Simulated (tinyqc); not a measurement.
Lateral field, substrate current, probability of reaching the oxide barrier and hot-carrier lifetime of a silicon transistor (pseudo-two-dimensional and lucky-electron models): one step, computed by the program tinyqc. Command: `OMP_NUM_THREADS=1 python tinyqc.py 3010440 3010441 out.jsonl hotcar walk`. One thread of a shared host (Intel(R) Xeon(R) Processor @ 2.30GHz), about 0.01 s of CPU time with the checks.

Local-field models: a lucky carrier gains its energy at the peak field over a path free of collisions. Voltages are magnitudes.

Problem. Hot-carrier currents and lifetime. C_ox = 3.9 eps_0/t; F_sat = 2 v_s/mu; V_Dsat = V_ov F_sat L/(V_ov + F_sat L), V_ov = V_G - V_T; I_D/W = C_ox v_s (V_ov - V_Dsat). Scale length l = 0.22 t^(1/3) x_j^(1/2) (all in cm); F_m = sqrt(((V_D - V_Dsat)/l_e)^2 + F_sat^2), with l_e = l + L_n; length of the velocity-saturated region l_e ln((V_D - V_Dsat)/(l_e F_sat) + F_m/F_sat). Substrate current I_sub/I_D = (A_i/B_i)(V_D - V_Dsat) exp(-B_i/F_m); probability of reaching the oxide barrier exp(-phi_b/(e lambda F_m)); lifetime tau = (H/(I_D/W)) exp(phi_it/(e lambda F_m)).

Inputs (values chosen for the exercise, modelled on a silicon n-channel): channel length L = 210 nm; oxide thickness t = 4.7 nm; junction depth x_j = 34 nm; mobility mu = 290 cm^2/(V s); saturation velocity v_s = 0.88 1e7 cm/s; threshold voltage V_T = 0.51 V; gate voltage V_G = 1.1 V; drain voltage V_D = 2.9 V; ionisation prefactor A_i = 1.9e+06 1/cm; ionisation field B_i = 1.64 MV/cm; hot-carrier mean free path lambda = 8 nm; oxide barrier phi_b = 3.1 eV; interface-trap threshold phi_it = 3.8 eV; lifetime constant H = 200 s microampere/micrometre; length of the depleted extension L_n = 26 nm.

Drain: lightly doped extension.

Constants: eps_0 = 8.8541878128e-12 F/m.

Give: I_sub/I_D; substrate current I_sub/W; probability of reaching phi_b; lifetime tau; exponent m = phi_it/(e lambda B_i).

Solution.

I_sub/I_D = 0.06849

substrate current I_sub/W = 8.268 microampere/micrometre

probability of reaching phi_b = 1.442e-04

lifetime tau = 84663 s

exponent m = phi_it/(e lambda B_i) = 2.896

Since both exponentials depend on 1/F_m, tau I_D scales about as (I_sub/I_D)^(-m) with m = 2.90, which lets I_sub serve as the monitor. The lifetime is 2.68e-4 times ten years (3.156e8 s).
